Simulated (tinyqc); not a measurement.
Conduction-band offset of an n-N heterojunction from carrier-profile moments: one step of the calculation.

Layer 1 (x < 0) accumulates electrons and layer 2 (x > 0) is depleted. Boltzmann statistics. The bands bend down by V1 in layer 1 and up by V2 in layer 2, with V1 + V2 = VD = dE + Vt ln[(N2/Nc2)/(N1/Nc1)].

Problem. Division of the diffusion potential. Sheet densities from the first integral: Q1 = sqrt((2 eps0 eps_r Vt N1/q)(exp(u1) - u1 - 1)) extra electrons, Q2 = sqrt((2 eps0 eps_r Vt N2/q)(exp(-u2) + u2 - 1)) missing ones, u = V/Vt; neutrality Q1 = Q2 + si. Q1 - Q2 rises steadily with V1, so V1 follows by bisection.

Values chosen for this exercise; values of the order of III-V alloys: temperature T = 350 K; relative permittivity of both layers eps_r = 13.3; density of states of the narrow-gap layer 1 Nc1 = 2.1e17 cm^-3; density of states of the wide-gap layer 2 Nc2 = 7.7e17 cm^-3; conduction-band offset dE = 0.2 eV; donor density in layer 1 N1 = 1.5e15 cm^-3; donor density in layer 2 N2 = 2.2e16 cm^-3; fixed charge at the interface si = 0 cm^-2.

Constants: q = 1.602176634e-19 C, kB = 1.380649e-23 J/K, Vt = kB T/q, eps0 = 8.8541878128e-14 F/cm where lengths are in cm. Results are converted to the units shown.

Give: VD; V1; V2; Q1; n at x = 0-; n at x = 0+.

Solution.

VD = 0.24181 V
V1 = 0.11832 V
V2 = 0.12349 V
Q1 = 1.7420e11 cm^-2
n at x = 0- = 7.5829e16 cm^-3
n at x = 0+ = 3.6663e14 cm^-3

n drops across the interface by 207 = (Nc1/Nc2) exp(dE/Vt).

Computed by the program tinyqc: `OMP_NUM_THREADS=1 python tinyqc.py 2410157 2410158 out.jsonl`, one thread of a shared Intel Xeon 2.30GHz, about 0.1 s for the whole run.
